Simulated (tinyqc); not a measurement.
# Punch-through p+-n junction, ionisation integral and breakdown: several studies

A p+ layer at x < 0 and an n drift layer from x = 0 to L on an n+ substrate. Depletion approximation, built-in voltage neglected. Local ionisation coefficients alpha_n = an exp(-(bn/E)^mx), alpha_p = ap exp(-(bp/E)^mx). Electrons move towards +x, holes towards x = 0.

Values chosen for this exercise; material values close to those of gallium nitride: relative permittivity eps_r = 9.55; prefactor of the electron ionisation coefficient an = 2.78e8 1/cm; field constant for electrons bn = 3.26e7 V/cm; prefactor of the hole ionisation coefficient ap = 1.38e8 1/cm; field constant for holes bp = 1.97e7 V/cm; exponent mx = 1; electron mobility of the drift layer mu = 933 cm^2/(V s); donor density of the drift layer N = 5.2e15 cm^-3; thickness of the drift layer L = 17 um.

Constants: q = 1.602176634e-19 C, eps0 = 8.8541878128e-14 F/cm where lengths are in cm. Results are converted to the units shown.

Each table varies one quantity; the others keep the values above.

## Multiplication against voltage

W = sqrt(2 eps0 eps_r V/(q N)), peak field E0 = q N W/(eps0 eps_r), falling linearly to 0 at W; if W > L the layer is punched through: W = L, E0 = V/L + q N L/(2 eps0 eps_r), falling linearly to E1 = V/L - q N L/(2 eps0 eps_r). G(x) = integral from 0 to x of (alpha_n - alpha_p); I_n = integral of alpha_n exp(-G) (electrons injected at x = 0), I_p = integral of alpha_p exp(G(end) - G) (holes injected at the far edge); M = 1/(1 - I). Integrals on a fine grid; BV is where I_n = 1. Here BV = 2494.31 V; the Miller exponent is n = ln(1 - 1/M)/ln(V/BV).

Result of one run:
```
V (V)	E0 (kV/cm)	I_n	I_p	M_n	M_p	Miller n, electrons	Miller n, holes
2390	2.24e3	0.223	0.992	1.29	119	35.1	0.198
```

What becomes of these results when the reverse voltage V is changed from 2390 to 2290 V, all else the same?

Result of the changed run:
```
V (V)	E0 (kV/cm)	I_n	I_p	M_n	M_p	Miller n, electrons	Miller n, holes
2290	2.18e3	0.0686	0.969	1.07	32.3	31.3	0.368
```

The whole series:
```
V (V)	E0 (kV/cm)	I_n	I_p	M_n	M_p	Miller n, electrons	Miller n, holes
998	1.40e3	1.27e-6	0.00972	1.00	1.01	14.8	5.06
1250	1.57e3	1.90e-5	0.0525	1.00	1.06	15.7	4.27
1500	1.72e3	1.47e-4	0.174	1.00	1.21	17.4	3.43
1750	1.87e3	8.88e-4	0.424	1.00	1.73	19.8	2.42
2000	2.01e3	0.00534	0.746	1.01	3.94	23.7	1.32
2150	2.10e3	0.0178	0.894	1.02	9.46	27.1	0.752
2290	2.18e3	0.0686	0.969	1.07	32.3	31.3	0.368
2390	2.24e3	0.223	0.992	1.29	119	35.1	0.198
2460	2.28e3	0.589	0.998	2.43	581	38.2	0.124
```

M_n rises from 1.000 to 2.43 and M_p from 1.010 to 581; both diverge at BV. The Miller exponent for electrons rises from 14.8 to 38.2 and that for holes falls from 5.06 to 0.124, so one exponent describes neither over the whole range. The larger multiplication belongs to holes, whose coefficient at the peak field of the last row is 141 times the other.

## Effect of the drift doping

Same model as above.

Specific on-resistance Ron = L/(q mu N) with constant mobility and full ionisation.

Effect of the drift doping:
```
N (cm^-3)	BV (V)	E0 at BV (kV/cm)	W at BV (um)	Ron (mohm cm^2)	BV^2/Ron (MW/cm^2)	eps0 eps_r mu E0^3/4 (MW/cm^2)
4.3e14	3.18e3	1.94e3	17.0	26.4	382	1.44e3
8.3e14	3.17e3	2.00e3	17.0	13.7	732	1.57e3
1.6e15	3.11e3	2.09e3	17.0	7.11	1.36e3	1.79e3
3.1e15	2.90e3	2.20e3	17.0	3.67	2.29e3	2.11e3
5.9e15	2.35e3	2.33e3	17.0	1.93	2.86e3	2.50e3
1.1e16	1.46e3	2.47e3	11.8	1.03	2.06e3	2.96e3
2.2e16	831	2.63e3	6.32	0.517	1.34e3	3.60e3
4.2e16	495	2.81e3	3.53	0.271	905	4.36e3
```

Read the table: what changes, and by how much?

BV falls from 3180 to 495 V while the critical field rises from 1940 to 2810 kV/cm. BV goes as N^(-0.01) between the first two rows and N^(-0.80) between the last two (a coefficient proportional to E^7 gives -0.75 without punch-through). BV^2/Ron goes from 382 through a maximum of 2860 (at N = 5.9e15 among the rows listed) to 905 MW/cm^2; the layer is punched through at breakdown in 5 of the 8 rows.

## Effect of the drift thickness

Same model as above.

The value eps0 eps_r mu E0^3/4 holds for a triangular field; a layer that punches through can exceed it.

Effect of the drift thickness:
```
L (um)	BV (V)	E0 at BV (kV/cm)	W at BV (um)	Ron (mohm cm^2)	BV^2/Ron (MW/cm^2)	eps0 eps_r mu E0^3/4 (MW/cm^2)
3.5	754	2.33e3	3.50	0.450	1.26e3	2.48e3
4.7	978	2.31e3	4.70	0.605	1.58e3	2.44e3
6.3	1.26e3	2.31e3	6.30	0.810	1.95e3	2.42e3
8.5	1.60e3	2.30e3	8.50	1.09	2.35e3	2.41e3
11	1.94e3	2.30e3	11.0	1.42	2.66e3	2.41e3
15	2.35e3	2.30e3	15.0	1.93	2.86e3	2.41e3
21	2.67e3	2.30e3	21.0	2.70	2.63e3	2.41e3
28	2.70e3	2.30e3	23.4	3.60	2.02e3	2.41e3
37	2.70e3	2.30e3	23.4	4.76	1.53e3	2.41e3
```

BV rises from 754 to 2700 V and saturates once L exceeds the free depleted width of 23.4 um, while Ron keeps rising as L. BV^2/Ron goes from 1260 through a maximum of 2860 (at L = 15 um among the rows listed) to 1530 MW/cm^2. The best row has L = 0.64 of that width: the last part of the triangle adds little voltage but its full share of resistance.

Computed by the program tinyqc: `OMP_NUM_THREADS=1 python tinyqc.py 2120007 2120008 out.jsonl`, one thread of a shared Intel Xeon 2.30GHz, about 0.1 s for the whole run.
